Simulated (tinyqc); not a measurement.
Inside a calculation: linear model of a band gap against the share of exact exchange. Values are carried at full precision from step to step, so a last printed digit may differ when a step is redone from the rounded ones.

E(alpha) = E0 + S alpha. A wider gap screens less, modelled in the Penn form eps(alpha) = 1 + (e0 - 1)(EP/(EP + S alpha))^2 with a scale EP chosen for the exercise. A dielectric-dependent hybrid takes alpha = 1/eps.

Values chosen for the exercise (of the order of those of MgO; not measured data):
- E0 = 4.75 eV (gap of the semi-local functional)
- S = 9.24 eV (slope dE/d(alpha))
- e0 = 3.18 (optical dielectric constant at alpha = 0)
- EP = 27.4 eV (energy scale of the screening)
- Et = 7.91 eV (target gap)
- a_start = 0.5 (starting alpha)
- fv = 0.67 (share of the opening taken by the valence edge)
- Ed = 1.62 eV (defect level above the semi-local valence top)
- cd = 0.1 (shift of the level per unit opening, on the scale of the mean potential)

## Fixed shares

Gap, error against the target and eps for alpha = 0, 0.25 and 1/e0; and the alpha that meets the target, (Et - E0)/S.

Results:
```
alpha   E (eV)  E - Et (eV)    eps
0.0000   4.750       -3.160  3.180
0.2500   7.060       -0.850  2.854
0.3145   7.656       -0.254  2.782
```

alpha for the target = 0.3420

A quarter of exact exchange falls short of the target by 0.85 eV: the material needs 0.342, and 1/e0 = 0.314 lies closer to it than 0.25 does.

## Self-consistent share

Iterate alpha -> 1/eps(alpha) seven times from a_start. The fixed point solves alpha eps(alpha) = 1; the contraction factor there is 2 (eps - 1) S/((EP + S alpha) eps^2).

Iterates:
```
step    alpha     eps  E (eV)
0     0.50000  2.5963  9.3700
1     0.38516  2.7076  8.3089
2     0.36933  2.7239  8.1626
3     0.36713  2.7261  8.1423
4     0.36682  2.7265  8.1394
5     0.36678  2.7265  8.1390
6     0.36677  2.7265  8.1390
7     0.36677  2.7265  8.1390
```

fixed point = 0.36677
contraction factor = 0.1394

The factor is positive, so the iterates approach from one side, the error shrinking to 0.14 of itself each step; the gap is within 0.01 eV of its limit from step 3. Self-consistency moves the gap by +0.483 eV against the one-shot choice 1/e0, since a wider gap screens less.

## Band edges and a deep level

The opening c = S alpha lowers the valence top by fv c and raises the conduction edge by (1 - fv) c, both against the mean potential; the level moves by cd c. Use the fixed point. Compare with stretching the level in proportion to the gap and with pinning it to either edge.

opening c = 3.389 eV

shifts of the valence and conduction edges (eV): [-2.271, 1.118]

level above the valence top = 4.229 eV
level below the conduction edge = 3.909 eV

level above the valence top: stretched, tied to the valence edge, tied to the conduction edge (eV): [2.776, 1.620, 5.009]

The three recipes err by -1.45, -2.61 and +0.78 eV against alignment through the mean potential. With cd = 0.1 the level moves with the conduction edge, by 0.30 times as much as that edge.

## Checks

- Fixed point by bisection against 60 substitutions: both 0.36677.

Computed by tinyqc, a small Python program: `OMP_NUM_THREADS=1 python tinyqc.py 1880942 1880943 out.jsonl` (the numbers bound the seed that draws the inputs); one thread of a shared host (Intel(R) Xeon(R) Processor @ 2.30GHz), about 0.01 s for the whole set of steps.
